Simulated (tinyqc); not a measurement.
Worked calculation: Fermi-Dirac statistics of conduction electrons. Values are carried at full precision from step to step, so a last printed digit may differ when a step is redone from the rounded ones.

Constants: hbar^2/2m0 = 3.80998211 eV angstrom^2; kB = 8.617333262e-05 eV/K; e^2/(4 pi eps0) = 14.39964547 eV angstrom.

Inputs chosen for the exercise (near those of GaAs, lowest valleys alone; the results hold for these values, not for the real material): m = 0.067 m0 (density-of-states mass of the conduction band); T = 300 K; n = 6.5e+18 1/cm^3 (electron density); eps = 12.8 (static dielectric constant); alpha = 0.61 1/eV (non-parabolicity); mh = 0.497 m0 (heavy-hole mass); Eg = 1.42 eV (gap).

## Reduced density

N = 2 (m kB T/(4 pi c))^(3/2) with c = hbar^2/2m0, in 1/angstrom^3; times 1e24 for 1/cm^3; u = n/Nc.

kT = 0.025852 eV
Nc = 4.3520e+17 1/cm^3
u = n/Nc = 14.93582

## Reduced Fermi level by five rules

F_j(eta) = (1/Gamma(j + 1)) integral_0^infinity x^j dx/(1 + exp(x - eta)), which tends to exp(eta) for eta << 0.

With u = n/Nc: Boltzmann eta = ln u; Joyce-Dixon eta = ln u + u/sqrt(8) - 4.95009e-3 u^2 + 1.48386e-4 u^3 - 4.42563e-6 u^4; Nilsson eta = ln u/(1 - u^2) + v/(1 + (0.24 + 1.08 v)^-2) with v = (3 sqrt(pi) u/4)^(2/3); fully degenerate limit eta = v; exact: F_1/2(eta) = u.

Find eta = (EF - Ec)/kT by each rule.

eta: Boltzmann 2.704, Joyce-Dixon 7.154, Nilsson 7.212, degenerate 7.332, exact 7.216

Against the exact value the errors are Boltzmann -4.513, Joyce-Dixon -0.062, Nilsson -0.005, degenerate limit +0.116 (in kT).

## Exact eta by Newton steps

Solve ln F_1/2(eta) = ln u from the Boltzmann value; dF_1/2/d eta = F_-1/2, so the step is -ln(F_1/2/u) F_1/2/F_-1/2. Stop below 1e-9.

Newton steps:
```
step,eta,F_1/2,F_-1/2,step taken
1,2.703763,3.95451,1.74440,3.01
2,5.716363,10.6829,2.65783,1.35
3,7.063350,14.4783,2.97114,0.152
4,7.214957,14.9312,3.00416,0.00152
5,7.216479,14.9358,3.00449,1.50e-07
6,7.216479,14.9358,3.00449,1.66e-15
```

Converged in 6 steps.

## Mean energy, Einstein relation and screening

eta = 7.21648

Mean kinetic energy <E> = (3/2) kT F_3/2/F_1/2; D/mu = (kT/e) F_1/2/F_-1/2; dn/dEF = (Nc/kT) F_-1/2; screening length L = (4 pi (e^2/(4 pi eps0)) (dn/dEF)/eps)^(-1/2), with dn/dEF in 1/(angstrom^3 eV) (1/cm^3 = 1e-24/angstrom^3).

F_-1/2, F_1/2, F_3/2: 3.004  14.94  47.05

<E> = 122.16 meV
D/mu = 128.51 mV
dn/dEF = 5.058e+19 1/(cm^3 eV)
L = 37.40 angstrom

The gas is degenerate. D/mu is 4.971 times kT/e and <E> is 3.150 times (3/2) kT; the Debye formula, with n/kT in place of dn/dEF, would give L = 16.77 angstrom.

## Fermi level in the non-parabolic band

Non-parabolic band E (1 + alpha E) = c k^2/m: n = Nc (2/sqrt(pi)) integral_0^infinity sqrt(x (1 + a x)) (1 + 2 a x) dx/(1 + exp(x - eta)) with a = alpha kT and eta = (EF - Ec)/kT; a = 0 gives n = Nc F_1/2(eta).

Solve for eta at the same n.

a = 0.01577
eta = 6.455
EF - Ec = 166.87 meV

The extra states lower EF by 19.69 meV against the parabolic band.

## Burstein-Moss edge

Vertical transitions from the heavy-hole band reach half-empty states at the k where the conduction energy equals EF: k^2 = E (1 + alpha E) m/c with E = EF - Ec and c = hbar^2/2m0; edge = Eg + E + c k^2/mh. Gap narrowing by many-body effects is left out.

k = 0.05686 1/angstrom
hole energy = 0.0248 eV
edge = 1.6117 eV

The edge moves up by 191.7 meV, of which the valence band supplies 13 %.

## Checks

- Non-parabolic integral at a = 0 against F_1/2(2): both 2.823721.
- F_1/2(40) against the Sommerfeld form (4/(3 sqrt(pi))) eta^(3/2) (1 + pi^2/(8 eta^2)): both 190.45.

Program tinyqc; command `OMP_NUM_THREADS=1 python tinyqc.py 1682077 1682078 out.jsonl`; about 0.01 s on one thread of a shared Intel(R) Xeon(R) Processor @ 2.30GHz.
